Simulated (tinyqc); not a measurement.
What moves the carrier density: donors with valley-orbit split 1s states.

Each donor binds at most one electron, in any of its states. For a site s, W_s = sum over its states of g exp(E/kT), and the ionised share is 1/(1 + W_s exp(eta)), eta = (EF - Ec)/kT; n = Nc F_1/2(eta); neutrality n + NA = ND x (mean ionised share); holes are neglected. Nc from N = 2 (m kB T/(4 pi c))^(3/2) with c = hbar^2/2m0, in 1/angstrom^3; times 1e24 for 1/cm^3, m = md. F_j(eta) = (1/Gamma(j + 1)) integral_0^infinity x^j dx/(1 + exp(x - eta)), which tends to exp(eta) for eta << 0.

Mobility (Caughey-Thomas form): mu = mu0 + (mu1 (T/300)^(-ga) - mu0)/(1 + ((ND + NA)/Nr)^de); rho = 1/(e n mu), e = 1.602176634e-19 C.

Constants: hbar^2/2m0 = 3.80998211 eV angstrom^2; kB = 8.617333262e-05 eV/K.

Parameters, chosen for this exercise (near those of P in Si; shifted at random, so the results belong to these values and not to a real crystal): md = 1.032 m0 (density-of-states mass of the conduction band); E = (46.9, 35.8, 33.5) meV (binding energies of 1s(A1), 1s(T2), 1s(E)); g = (2, 6, 4) (their degeneracies with spin); ND = 3.4e+15 1/cm^3 (donors); NA = 0 1/cm^3 (compensating acceptors, all ionised); T = 200 K; mu0 = 69 cm^2/(V s) (mobility at heavy doping); mu1 = 1428 cm^2/(V s) (mobility at light doping and 300 K); Nr = 1e+17 1/cm^3 (reference doping); de = 0.72 (doping exponent); ga = 2.3 (temperature exponent).

All results formed anew.

One parameter was then changed.

Results before and after:

| case | eta | n (1/cm^3) | rho (ohm cm) |
|---|---|---|---|
| base | -8.370 | 3.318e+15 | 0.5629 |
| changed | -8.475 | 2.986e+15 | 0.6289 |

Which of these changes was made? (a) NA = 3.4e+14 1/cm^3; (b) T = 230 K; (c) ND = 6.8e+15 1/cm^3; (d) E = (51.9, 35.8, 33.5) meV; (e) md = 1.135 m0; (f) Nr = 2e+17 1/cm^3.

Answer: (a) NA = 3.4e+14 1/cm^3. Of the candidates, run in turn, only this one gives the changed row.

All candidates:

| case | eta | n (1/cm^3) | rho (ohm cm) |
|---|---|---|---|
| base | -8.370 | 3.318e+15 | 0.5629 |
| E = (51.9, 35.8, 33.5) meV | -8.372 | 3.311e+15 | 0.5641 |
| md = 1.135 m0 | -8.509 | 3.329e+15 | 0.5611 |
| ND = 6.8e+15 1/cm^3 | -7.699 | 6.488e+15 | 0.3026 |
| NA = 3.4e+14 1/cm^3 | -8.475 | 2.986e+15 | 0.6289 |
| T = 230 K | -8.570 | 3.349e+15 | 0.7685 |
| Nr = 2e+17 1/cm^3 | -8.370 | 3.318e+15 | 0.5454 |

Computed by tinyqc, a small Python program: `OMP_NUM_THREADS=1 python tinyqc.py 1650886 1650887 out.jsonl` (the numbers bound the seed that draws the inputs); one thread of a shared host (Intel(R) Xeon(R) Processor @ 2.30GHz), about 0.01 s for the whole set of steps.
